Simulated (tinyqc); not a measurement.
# Abrupt p-n junction, non-linear Poisson equation by Newton steps: effects of single changes

One dimension, p side on the left, n side on the right; net doping C = -Na for x < 0 and +Nd for x > 0. The potential psi is counted from the intrinsic level, and the quasi-Fermi potentials are flat: 0 for holes and -V for electrons, so n = ni exp((psi + V)/Vt) and p = ni exp(-psi/Vt) (Boltzmann statistics, full ionisation, no current). Under reverse bias this makes the minority densities vanishingly small everywhere; they play no part in the charge.

Values chosen for this exercise; band and dielectric values close to those of silicon: temperature T = 350 K; band gap Eg = 1.12 eV; relative permittivity eps_r = 11.8; conduction-band density of states at T Nc = 3.59e19 cm^-3; valence-band density of states at T Nv = 3.39e19 cm^-3; acceptor density of the p side Na = 1.5e17 cm^-3; donor density of the n side Nd = 1.4e18 cm^-3; bias of the p side against the n side V = -4 V.

Constants: q = 1.602176634e-19 C, kB = 1.380649e-23 J/K, Vt = kB T/q, eps0 = 8.8541878128e-14 F/cm where lengths are in cm. Results are converted to the units shown.

Each table varies one quantity; the others keep the values above.

## Capacitance and field against bias

The Poisson equation d/dx(eps0 eps_r dpsi/dx) = -q (p - n + C) is solved on a mesh of more than 1000 nodes that ends in neutral material (psi_p = -Vt ln(Na/ni), psi_n = Vt ln(Nd/ni) - V). C_j = q d/dV of the integral of p over x, from the linearised equation. ni = sqrt(Nc Nv) exp(-Eg/(2 Vt)), Eg in volts. Depletion approximation: Vbi = Vt ln(Na Nd/ni^2), W = sqrt(2 eps0 eps_r (Vbi - V)(1/Na + 1/Nd)/q), xp = W Nd/(Na + Nd), xn = W Na/(Na + Nd), peak field 2 (Vbi - V)/W, capacitance eps0 eps_r/W. The last column applies it to an abrupt Na-Nd junction.

Result of one run:

| V (V) | peak \|E\| (kV/cm) | C_j (nF/cm^2) | 1/C_j^2 (cm^4/uF^2) | eps0 eps_r/C_j (nm) | abrupt depletion C (nF/cm^2) |
|---|---|---|---|---|---|
| -3.41 | 418.2 | 51.91 | 371.1 | 201.3 | 51.54 |

What becomes of these results when the bias of the p side against the n side V is changed from -3.41 to -4 V, all else the same?

Result of the changed run:

| V (V) | peak \|E\| (kV/cm) | C_j (nF/cm^2) | 1/C_j^2 (cm^4/uF^2) | eps0 eps_r/C_j (nm) | abrupt depletion C (nF/cm^2) |
|---|---|---|---|---|---|
| -4 | 446.5 | 48.61 | 423.1 | 214.9 | 48.31 |

The whole series:

| V (V) | peak \|E\| (kV/cm) | C_j (nF/cm^2) | 1/C_j^2 (cm^4/uF^2) | eps0 eps_r/C_j (nm) | abrupt depletion C (nF/cm^2) |
|---|---|---|---|---|---|
| 0.13 | 168.3 | 130.5 | 58.70 | 80.05 | 124.7 |
| -0.46 | 228.8 | 94.94 | 110.9 | 110.0 | 92.73 |
| -1.05 | 277.2 | 78.33 | 163.0 | 133.4 | 77.08 |
| -1.64 | 318.3 | 68.19 | 215.0 | 153.2 | 67.37 |
| -2.23 | 354.7 | 61.19 | 267.1 | 170.7 | 60.59 |
| -2.82 | 387.8 | 55.98 | 319.1 | 186.6 | 55.52 |
| -3.41 | 418.2 | 51.91 | 371.1 | 201.3 | 51.54 |
| -4 | 446.5 | 48.61 | 423.1 | 214.9 | 48.31 |

With V going from 0.13 to -4 V, C_j falls from 131 to 48.6 nF/cm^2 and the peak field rises from 168 to 447 kV/cm. The slope of 1/C_j^2, read as N = 2/(q eps0 eps_r |slope|), gives 1.35e17 cm^-3 between the first two rows and 1.35e17 cm^-3 between the last two, against Na Nd/(Na + Nd) = 1.35e17 cm^-3; the slopes of all rows agree within 0.4 %, as for uniform doping at both edges. At the end C_j goes as (Vbi - V)^(-0.51) with Vbi = 0.859 V, and it is 0.63 % above the abrupt depletion formula (at the first row 4.6 % above it).

## Effect of the band gap

Exact first integral for an abrupt junction with thick neutral sides: psi_p = -Vt ln(Na/ni), psi_n = Vt ln(Nd/ni) - V, psi_j = (Nd psi_n + Na psi_p - Vt (Nd - Na))/(Na + Nd) at the junction, n_j = ni exp((psi_j + V)/Vt), p_j = ni exp(-psi_j/Vt), and E_j^2 = (2 q/(eps0 eps_r)) [Nd (psi_n - psi_j - Vt) + Vt (n_j + p_j)] (minority densities of the neutral sides neglected).

The same in every row: share of W on the n side (%) = 9.6774.

Results:

| Eg (eV) | ni (cm^-3) | Vbi (V) | W (nm) | peak field, depletion (kV/cm) | peak field, exact (kV/cm) |
|---|---|---|---|---|---|
| 0.7 | 3.1832e14 | 0.43866 | 206.71 | 429.46 | 426.53 |
| 0.89 | 1.3644e13 | 0.62866 | 211.09 | 438.56 | 435.69 |
| 1.07 | 6.9022e11 | 0.80866 | 215.15 | 447.00 | 444.19 |
| 1.26 | 2.9583e10 | 0.99866 | 219.36 | 455.75 | 452.99 |
| 1.44 | 1.4966e9 | 1.1787 | 223.28 | 463.88 | 461.17 |
| 1.63 | 6.4145e7 | 1.3687 | 227.33 | 472.31 | 469.65 |
| 2 | 1.3909e5 | 1.7387 | 235.04 | 488.32 | 485.75 |

Estimate the missing row, Eg = 1.81 eV.

Computed row:

| Eg (eV) | ni (cm^-3) | Vbi (V) | W (nm) | peak field, depletion (kV/cm) | peak field, exact (kV/cm) |
|---|---|---|---|---|---|
| 1.81 | 3.2450e6 | 1.5487 | 231.11 | 480.17 | 477.55 |

With this row back in the table: ni falls from 3.18e14 to 1.39e5 cm^-3, and Vbi follows the gap one to one, staying 0.261 V below it (Vt ln(Nc Nv/(Na Nd))). W rises from 207 to 235 nm and the exact peak field rises from 427 to 486 kV/cm. W goes as the square root of Vbi - V, the exact field as (Vbi - V)^(0.51) on average. The depletion field is 0.69 % above the exact one in the first row and 0.53 % above it in the last.

Computed by the program tinyqc: `OMP_NUM_THREADS=1 python tinyqc.py 2000163 2000164 out.jsonl`, one thread of a shared Intel Xeon 2.30GHz, about 0.02 s for the whole run.
